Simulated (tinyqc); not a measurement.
Inside a calculation. Method: Hubbard ring of 4 sites. One step of it, computed by the program tinyqc.

Problem. Mean-field iteration 3. H(up) = T + U n(down), H(down) = T + U n(up); fill the lowest levels; n(new) = n + mixing (n(out) - n); E = tr T (rho up + rho down) + U sum n_up n_down of the output.

one-body matrix (hopping and site energies) (eV), lower triangle:
```
           1          2          3         4
1  -0.330000
2  -1.850000   0.390000
3   0.000000  -1.850000  -0.560000
4  -1.850000   0.000000  -1.850000  0.890000
```

U = 4.900000 eV

electrons, up and down: 3  2

mixing = 0.500000

n(up) after iteration 2: 1 0.900159, 2 0.637755, 3 0.906264, 4 0.530822

n(down) after iteration 2: 1 0.202143, 2 0.797769, 3 0.218216, 4 0.781872

Give: levels, up; levels, down; energy; n(up) after iteration 3; n(down) after iteration 3.

Solution.

levels, up (eV): -1.6446  0.5865  4.4974  6.7507

levels, down (eV): 0.0330  3.5030  3.9804  7.4511

energy = 0.5674 eV

n(up) after iteration 3: 1 0.8827, 2 0.6691, 3 0.8890, 4 0.5468

n(down) after iteration 3: 1 0.2122, 2 0.7811, 3 0.2321, 4 0.7746
